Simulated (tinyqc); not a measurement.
One-dimensional ballistic tunnel FET, two-band WKB: two steps of the calculation.

A p-type source for x < 0 with its Fermi level at 0 and its valence edge at ds; in the channel the bands fall as D exp(-x/lam) towards their flat values, with the conduction edge at Ec = ds - dP and D = dP + Eg. The gate moves dP one to one. The drain Fermi level lies at -Vd and the drain side reflects nothing. For w = E - Ec between 0 and dP an electron crosses the gap. Two-band dispersion with equal masses m: inside the gap kappa = sqrt(m u (1 - u/Eg)/C), u the distance from a band edge, C = hbar^2/(2 m0).

Values chosen for this exercise; band and dielectric values close to those of In0.53Ga0.47As:
- Eg = 0.747 eV (band gap)
- m = 0.046 m0 (band-edge mass of the two-band model)
- lam = 3 nm (screening length of the source junction)
- dP = 0.49 eV (tunnelling window Ev(source) - Ec(channel))
- w0 = 0.26 eV (energy above the channel conduction edge)
- nc = 7 (cells of the path)

Constants: q = 1.602176634e-19 C, hbar = 1.054571817e-34 J s, m0 = 9.1093837015e-31 kg, hbar^2/(2 m0) = 0.0380998212 eV nm^2. Results are converted to the units shown.

Task 1. The path through the gap by the midpoint rule. At w = w0 the path runs from xa = lam ln(D/(w + Eg)) to xb = lam ln(D/w); u(x) = w + Eg - D exp(-x/lam) is the height above the valence edge. Cut it into nc equal cells: S = 2 (cell width) times the sum of kappa at the centres.

Give: xa; xb; x; u; kappa; S.

Result 1.

xa = 0.61714 nm
xb = 4.6793 nm

```
cell  x (nm)   u (eV)  kappa (1/nm)
0     0.9073  0.09283       0.31329
1     1.4876  0.25361       0.44971
2     2.0679  0.38612       0.47457
3     2.6482  0.49532       0.44888
4     3.2285  0.58531       0.39110
5     3.8088  0.65948       0.30544
6     4.3891  0.72060       0.17536
```

S = 2.9693

Task 2. The exponent in closed form. S(w) = 2 lam int_0^Eg kappa(u) du/(w + Eg - u) = 2 pi lam sqrt(m/(C Eg)) [w + Eg/2 - sqrt(w (w + Eg))], T(w) = exp(-S). The common triangular estimate is S = (4/3) lam sqrt(m/C) Eg^1.5/(dP + Eg) for all w.

Wanted: S(w0); T(w0); triangular S.

Result 2.

S(w0) = 2.919
T(w0) = 0.05398
triangular S = 2.294

Program tinyqc, `OMP_NUM_THREADS=1 python tinyqc.py 2620026 2620027 out.jsonl`; Intel Xeon 2.30GHz, shared host, one thread, about 0.01 s.
